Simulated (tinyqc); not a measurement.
Semiconducting tubes compared: carbon nanotube by zone folding.

Circumference C = n a1 + m a2, a = sqrt3 acc; d = a sqrt(n^2 + nm + m^2)/pi; tan(theta) = sqrt3 m/(2n + m); dR = gcd(2n + m, 2m + n); T = t1 a1 + t2 a2 with t1 = (2m + n)/dR, t2 = -(2n + m)/dR, |T| = sqrt3 pi d/dR; N = 2 (n^2 + nm + m^2)/dR hexagons a cell. On cutting line mu = 0 to N - 1 at x = k|T|/(2 pi) the phases are p1 = 2 pi (-t2 mu + m x)/N, p2 = 2 pi (t1 mu - n x)/N, and E = -/+ t |1 + exp(i p1) + exp(i p2)|.

Inputs chosen for the exercise (out of a larger set: near those used for carbon; not measured data): t = 2.94 eV (hopping); acc = 1.44 angstrom (bond length); tubes = ((13, 5), (12, 11), (9, 2), (14, 0), (14, 10), (12, 10), (7, 3)) (pairs (n, m)).

E11 and E22 are twice the two lowest band edges; the cone gives E11 d = 2 t acc and E22/E11 = 2.

Tubes:
```
"(n,m)",d (angstrom),theta (deg),(n - m) mod 3,E11 (eV),E22 (eV),E11 d/(2 t acc),E22/E11
"(13,5)",12.78,15.6,2,0.6702,1.2842,1.011,1.916
"(12,11)",15.82,28.6,1,0.5339,1.0670,0.997,1.998
"(9,2)",8.06,9.8,1,1.0210,2.1850,0.972,2.140
"(14,0)",11.11,0.0,2,0.7775,1.4522,1.021,1.868
"(14,10)",16.58,24.5,1,0.5081,1.0249,0.995,2.017
"(12,10)",15.15,27.0,2,0.5596,1.1060,1.001,1.977
"(7,3)",7.06,17.0,1,1.1685,2.4446,0.974,2.092
```

What does the comparison show?

E11 follows 1/d first. For mod 1 the scaled E11 lies below one (0.972 to 0.997) and E22/E11 on both sides of two (1.998 to 2.140). For mod 2 the scaled E11 lies above one (1.001 to 1.021) and E22/E11 below two (1.868 to 1.977). The largest departure of the scaled E11 is that of (9,2); warping acts as cos(3 theta)/d, most for thin tubes near zigzag. Below about 8 angstrom curvature, left out of zone folding, changes the gaps further.

Program tinyqc; command `OMP_NUM_THREADS=1 python tinyqc.py 1481958 1481959 out.jsonl`; about 0.03 s on one thread of a shared Intel(R) Xeon(R) Processor @ 2.30GHz.
